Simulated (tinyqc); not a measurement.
RHF in the sto-3g basis, for H3+, spin multiplicity 1, step by step. Computed by tinyqc, a small Python program that keeps every step (integrals from PySCF). Settings: charge = 1, multiplicity = 1, basis = sto-3g, energy threshold = 1e-09, iteration cap = 71, orthogonalisation = symmetric, start = random, DIIS depth = 3, DIIS from iteration = 3, method = RHF. Command: `OMP_NUM_THREADS=1 python tinyqc.py 25873 25874 out.jsonl` (the two numbers bound the seeds that draw the settings). One thread of a shared host (Intel(R) Xeon(R) Processor @ 2.60GHz), about 0.03 s of CPU time with the checks. Later iterations appear only in the table of the cycle.

## One-electron integrals

Geometry (angstrom):
```
atom         x         y          z
H     0.000000  0.000000   0.000000
H     0.000000  0.000000   0.762000
H     0.000000  0.000000  -0.762000
```

Basis sto-3g: exponents (1/bohr^2) and contraction coefficients of normalised primitives:
```
element  l (shell)  exponent  coefficient
H            s (1)  3.425251     0.154329
H            s (1)  0.623914     0.535328
H            s (1)  0.168855     0.444635
```

Overlap, kinetic and nuclear-attraction integrals over the contracted functions; the nuclear repulsion is the sum of Za Zb / Rab.

nuclear repulsion = 1.73614571 hartree

overlap S, lower triangle:
```
          1H 1s     2H 1s     3H 1s
1H 1s  1.000000
2H 1s  0.645499  1.000000
3H 1s  0.645499  0.248084  1.000000
```

kinetic energy T (hartree), lower triangle:
```
          1H 1s     2H 1s     3H 1s
1H 1s  0.760032
2H 1s  0.224049  0.760032
3H 1s  0.224049  0.007679  0.760032
```

nuclear attraction V (hartree), lower triangle:
```
           1H 1s      2H 1s      3H 1s
1H 1s  -2.507219
2H 1s  -1.455396  -2.212878
3H 1s  -1.455396  -0.518935  -2.212878
```

core Hamiltonian H = T + V (hartree), lower triangle:
```
           1H 1s      2H 1s      3H 1s
1H 1s  -1.747188
2H 1s  -1.231347  -1.452847
3H 1s  -1.231347  -0.511256  -1.452847
```

## Two-electron integrals

Functions are numbered as in S; the eight-fold symmetry (ij|kl) = (ji|kl) = (kl|ij) leaves the list below.

Two-electron integrals (ij|kl) in chemists' order, unique and non-zero (hartree):
```
(11|11) 0.774606   (21|11) 0.432121   (21|21) 0.283233   (22|11) 0.561749
(22|21) 0.432121   (22|22) 0.774606   (31|11) 0.432121   (31|21) 0.225475
(31|22) 0.280357   (31|31) 0.283233   (32|11) 0.157868   (32|21) 0.093766
(32|22) 0.132115   (32|31) 0.093766   (32|32) 0.034749   (33|11) 0.561749
(33|21) 0.280357   (33|22) 0.340892   (33|31) 0.432121   (33|32) 0.132115
(33|33) 0.774606
```

## Orthogonalisation

S = U s U^T; symmetric (Loewdin) form X = U s^(-1/2) U^T, so that X^T S X = 1.

eigenvalues of S: 0.202780  0.751916  2.045304

X, lower triangle:
```
           1H 1s     2H 1s     3H 1s
1H 1s   1.562387
2H 1s  -0.533018  1.255381
3H 1s  -0.533018  0.102152  1.255381
```

## Starting guess

The start is random orthonormal orbitals; D = 2 C_occ C_occ^T.

D at the start, lower triangle:
```
           1H 1s      2H 1s     3H 1s
1H 1s   0.011809
2H 1s   0.141604   1.698041
3H 1s  -0.098388  -1.179813  0.819744
```

## Iteration 1: building the Fock matrix

J_ij = sum D_kl (ij|kl), K_ij = sum D_kl (ik|jl); F = H + J - 0.5 K; E = tr D H + tr D J / 2 - 0.25 tr D K + E_nn.

Coulomb J (hartree), lower triangle:
```
          1H 1s     2H 1s     3H 1s
1H 1s  1.088351
2H 1s  0.783277  1.356861
3H 1s  0.622260  0.260612  0.903087
```

exchange K (hartree), lower triangle:
```
          1H 1s      2H 1s     3H 1s
1H 1s  0.227580
2H 1s  0.456268   1.139329
3H 1s  0.048301  -0.091717  0.327110
```

Fock matrix F (hartree), lower triangle:
```
           1H 1s      2H 1s      3H 1s
1H 1s  -0.772627
2H 1s  -0.676204  -0.665651
3H 1s  -0.633238  -0.204785  -0.713315
```

total energy of this density = -0.20709836 hartree

## Iteration 1: diagonalisation and new density

Diagonalise F' = X^T F X, C = X C', fill 1 alpha and 1 beta electrons from the bottom; D = 2 C_occ C_occ^T. Each column has its largest component positive (the first on a tie).

F' = X^T F X (hartree), lower triangle:
```
           1          2          3
1  -0.213206
2  -0.523527  -0.354619
3  -0.416812   0.226276  -0.482062
```

orbital energies (hartree): MO1 -0.868021, MO2 -0.652905, MO3 0.471039

coefficients C:
```
            MO1        MO2        MO3
1H 1s  0.589306  -0.118720   1.627235
2H 1s  0.324156  -0.706375  -1.125380
3H 1s  0.255688   0.916792  -0.982161
```

D after iteration 1, lower triangle:
```
          1H 1s     2H 1s     3H 1s
1H 1s  0.694562
2H 1s  0.382054  0.210155
3H 1s  0.301357  0.165766  0.130753
```

## Iteration 2: building the Fock matrix

As before.

Coulomb J (hartree), lower triangle:
```
          1H 1s     2H 1s     3H 1s
1H 1s  1.372487
2H 1s  0.811008  1.140492
3H 1s  0.789636  0.294369  1.081560
```

exchange K (hartree), lower triangle:
```
          1H 1s     2H 1s     3H 1s
1H 1s  1.299953
2H 1s  0.903576  0.794555
3H 1s  0.839457  0.519593  0.681200
```

Fock matrix F (hartree), lower triangle:
```
           1H 1s      2H 1s      3H 1s
1H 1s  -1.024677
2H 1s  -0.872127  -0.709632
3H 1s  -0.861440  -0.476683  -0.711886
```

total energy of this density = -1.19330438 hartree

## Iteration 2: diagonalisation and new density

As before.

F' = X^T F X (hartree), lower triangle:
```
           1          2          3
1  -0.288653
2  -0.628731  -0.278213
3  -0.608089   0.024759  -0.294881
```

orbital energies (hartree): MO1 -1.149912, MO2 -0.311568, MO3 0.599734

coefficients C:
```
            MO1        MO2        MO3
1H 1s  0.584389  -0.025831   1.633124
2H 1s  0.298121  -0.794934  -1.072254
3H 1s  0.289266   0.835696  -1.043294
```

D after iteration 2, lower triangle:
```
          1H 1s     2H 1s     3H 1s
1H 1s  0.683022
2H 1s  0.348437  0.177752
3H 1s  0.338088  0.172472  0.167349
```

## Iteration 3: building the Fock matrix

As before.

Coulomb J (hartree), lower triangle:
```
          1H 1s     2H 1s     3H 1s
1H 1s  1.370712
2H 1s  0.801058  1.114699
3H 1s  0.798283  0.294151  1.107046
```

exchange K (hartree), lower triangle:
```
          1H 1s     2H 1s     3H 1s
1H 1s  1.297916
2H 1s  0.876202  0.747065
3H 1s  0.867905  0.521229  0.732365
```

Fock matrix F (hartree), lower triangle:
```
           1H 1s      2H 1s      3H 1s
1H 1s  -1.025434
2H 1s  -0.868391  -0.711680
3H 1s  -0.867016  -0.477719  -0.711983
```

total energy of this density = -1.19587818 hartree

## Iteration 3: diagonalisation and new density

As before.

F' = X^T F X (hartree), lower triangle:
```
           1          2          3
1  -0.288635
2  -0.620059  -0.286316
3  -0.617397   0.023957  -0.288480
```

orbital energies (hartree): MO1 -1.151142, MO2 -0.311359, MO3 0.599071

coefficients C:
```
            MO1        MO2        MO3
1H 1s  0.583531  -0.003351   1.633631
2H 1s  0.294823  -0.812819  -1.059684
3H 1s  0.293694   0.818088  -1.055935
```

D after iteration 3, lower triangle:
```
          1H 1s     2H 1s     3H 1s
1H 1s  0.681017
2H 1s  0.344077  0.173842
3H 1s  0.342760  0.173176  0.172513
```

## Iteration 6 (converged): orbitals

converged F (hartree), lower triangle:
```
           1H 1s      2H 1s      3H 1s
1H 1s  -1.025493
2H 1s  -0.867806  -0.712023
3H 1s  -0.867806  -0.477824  -0.712023
```

As before.

F' = X^T F X (hartree), lower triangle:
```
           1          2          3
1  -0.288607
2  -0.618739  -0.287597
3  -0.618739   0.023872  -0.287597
```

orbital energies (hartree): MO1 -1.151284, MO2 -0.311469, MO3 0.598952

coefficients C:
```
            MO1        MO2        MO3
1H 1s  0.583384   0.000000   1.633687
2H 1s  0.294354  -0.815456  -1.057786
3H 1s  0.294354   0.815456  -1.057786
```

D after iteration 6, lower triangle:
```
          1H 1s     2H 1s     3H 1s
1H 1s  0.680674
2H 1s  0.343443  0.173289
3H 1s  0.343443  0.173289  0.173289
```

## Convergence

Stop when the energy changes by less than 1e-09 hartree and every element of the error matrix X^T (F D S - S D F) X is below 9e-06.

Course of the cycle:
```
iteration  E (hartree)     change  largest element of the error matrix
1          -0.20709836          -                             2.84e-01
2          -1.19330438  -9.86e-01                             4.31e-02
3          -1.19587818  -2.57e-03                             5.59e-03
4          -1.19592180  -4.36e-05                             7.12e-04
5          -1.19592252  -7.27e-07                             4.25e-06
6          -1.19592252  -9.67e-12                             7.93e-08
```

PySCF RHF in the same basis = -1.19592252 hartree

Converged in 6 iterations.

## Populations, bond orders and dipole

Mulliken: Z minus the diagonal of D S on the atom; Loewdin: the same with S^(1/2) D S^(1/2); Mayer order: 2 sum_s sum (D(s) S)_ij (D(s) S)_ji over the two atoms.

Charges (e):
```
atom   Mulliken    Loewdin
1H    -0.124058  -0.014216
2H     0.562029   0.507108
3H     0.562029   0.507108
```

Mayer bond orders:
```
pair     order
2-1   0.492305
3-1   0.492305
3-2   0.191818
```

dipole moment about the origin, x y z (debye): 0.000000  0.000000  0.000000
